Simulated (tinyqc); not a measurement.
# Admittance spectroscopy of a deep trap: admittance against temperature

Schottky contact on an n-type layer with shallow donors Nd (all ionised) and a donor-like deep trap, neutral when filled and positive when empty; depletion approximation. Traps within lam of the depletion edge stay filled. The traps at xt = W - lam, where the level crosses the Fermi level, follow a slow signal and not a fast one. w = 2 pi f.

Emission rate en = sn vth(T) Nc(T) exp(-Et/kB T) = sn g T^2 exp(-Et/kB T), g = vth Nc/(300 K)^2, as vth goes as T^0.5 and Nc as T^1.5 (degeneracy factor 1). lam = sqrt(2 eps0 eps_r (EF - ET)/(q Nd)), EF - ET = Et - (kB T/q) ln(Nc(T)/Nd), Nc(T) = Nc (T/300 K)^1.5. In the steady state at the band bending V, 2 eps0 eps_r V/q = Nd W^2 + Nt (W - lam)^2 (the second term only if W > lam). V = Vbi + Vr. C_HF = eps0 eps_r/W, C_LF = eps0 eps_r (Nd + Nt)/(Nd W + Nt xt). Inflection frequency w0 = 2 en [1 + Nt xt/(Nd W)]; C = C_HF + (C_LF - C_HF)/(1 + (w/w0)^2), G/w = (C_LF - C_HF)(w/w0)/(1 + (w/w0)^2).

Parameters, values chosen for the exercise; material values close to those of 4H silicon carbide:
- eps_r = 9.64 (relative permittivity)
- Nc = 1.7e19 cm^-3 (conduction-band density of states at 300 K)
- vth = 1.9e7 cm/s (thermal velocity at 300 K)
- Nd = 1e17 cm^-3 (shallow donor density)
- Vbi = 1.03 V (built-in voltage)
- Et = 0.6 eV (depth of the trap below the conduction edge)
- sn = 2.1e-17 cm^2 (capture cross-section)
- Nt = 1.5e16 cm^-3 (trap density)
- Vr = 0 V (reverse bias)
- f = 580 Hz (signal frequency)

Constants: q = 1.602176634e-19 C, kB = 1.380649e-23 J/K, eps0 = 8.8541878128e-14 F/cm where lengths are in cm. Results are converted to the units shown.

Result of one run:

| w0/(2 pi) (Hz) | C (nF/cm^2) | G/w (nF/cm^2) |
|---|---|---|
| 196.69 | 83.069 | 2.2419 |

Which temperature T gave this result: 412, 429, 447, 500 or 535 K?

T = 412 K.

The whole series:

| T (K) | w0/(2 pi) (Hz) | C (nF/cm^2) | G/w (nF/cm^2) |
|---|---|---|---|
| 359 | 12.279 | 82.209 | 0.16223 |
| 377 | 34.222 | 82.265 | 0.44500 |
| 394 | 83.018 | 82.422 | 1.0482 |
| 412 | 196.69 | 83.069 | 2.2419 |
| 429 | 417.11 | 84.824 | 3.4471 |
| 447 | 871.60 | 87.351 | 3.3048 |
| 465 | 1725.9 | 88.767 | 2.1308 |
| 482 | 3148.4 | 89.192 | 1.2386 |
| 500 | 5706.3 | 89.282 | 0.68791 |
| 517 | 9656.3 | 89.263 | 0.40268 |
| 535 | 16290 | 89.211 | 0.23504 |

G/w goes from 0.162 through a maximum of 3.45 (at T = 429 K among the rows listed) to 0.235 nF/cm^2, where w0 passes the signal: w0/(2 pi) rises from 12.3 to 16300 Hz. C rises from 82.2 to 89.2 nF/cm^2.

tinyqc, about 0.01 s, one thread, Intel Xeon 2.30GHz (shared host): `OMP_NUM_THREADS=1 python tinyqc.py 2050152 2050153 out.jsonl`
